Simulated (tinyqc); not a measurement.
Semiconducting tubes compared: carbon nanotube by zone folding.

Circumference C = n a1 + m a2, a = sqrt3 acc; d = a sqrt(n^2 + nm + m^2)/pi; tan(theta) = sqrt3 m/(2n + m); dR = gcd(2n + m, 2m + n); T = t1 a1 + t2 a2 with t1 = (2m + n)/dR, t2 = -(2n + m)/dR, |T| = sqrt3 pi d/dR; N = 2 (n^2 + nm + m^2)/dR hexagons a cell. On cutting line mu = 0 to N - 1 at x = k|T|/(2 pi) the phases are p1 = 2 pi (-t2 mu + m x)/N, p2 = 2 pi (t1 mu - n x)/N, and E = -/+ t |1 + exp(i p1) + exp(i p2)|.

Values chosen for the exercise (out of a larger set: near those used for carbon; not measured data):

| symbol | value | unit | meaning |
|---|---|---|---|
| t | 2.77 | eV | hopping |
| acc | 1.44 | angstrom | bond length |
| tubes | ((10, 6), (16, 11), (13, 11), (15, 14), (10, 0), (15, 11), (7, 5)) |  | pairs (n, m) |

E11 and E22 are twice the two lowest band edges; the cone gives E11 d = 2 t acc and E22/E11 = 2.

Tubes:

| (n,m) | d (angstrom) | theta (deg) | (n - m) mod 3 | E11 (eV) | E22 (eV) | E11 d/(2 t acc) | E22/E11 |
|---|---|---|---|---|---|---|---|
| (10,6) | 11.11 | 21.8 | 1 | 0.7096 | 1.4461 | 0.989 | 2.038 |
| (16,11) | 18.67 | 23.9 | 2 | 0.4286 | 0.8446 | 1.003 | 1.971 |
| (13,11) | 16.52 | 27.2 | 2 | 0.4833 | 0.9570 | 1.001 | 1.980 |
| (15,14) | 19.94 | 28.9 | 1 | 0.3994 | 0.7984 | 0.998 | 1.999 |
| (10,0) | 7.94 | 0.0 | 1 | 0.9727 | 2.1161 | 0.968 | 2.176 |
| (15,11) | 17.95 | 24.9 | 1 | 0.4425 | 0.8915 | 0.995 | 2.015 |
| (7,5) | 8.29 | 24.5 | 2 | 0.9656 | 1.8589 | 1.003 | 1.925 |

E11 follows 1/d first. For mod 1 the scaled E11 lies below one (0.968 to 0.998) and E22/E11 on both sides of two (1.999 to 2.176). For mod 2 the scaled E11 lies above one (1.001 to 1.003) and E22/E11 below two (1.925 to 1.980). The largest departure of the scaled E11 is that of (10,0); warping acts as cos(3 theta)/d, most for thin tubes near zigzag. Below about 8 angstrom curvature, left out of zone folding, changes the gaps further.

Run: tinyqc, `OMP_NUM_THREADS=1 python tinyqc.py 1451113 1451114 out.jsonl`; Intel(R) Xeon(R) Processor @ 2.30GHz, one thread, shared host; about 0.02 s of CPU time with all checks.
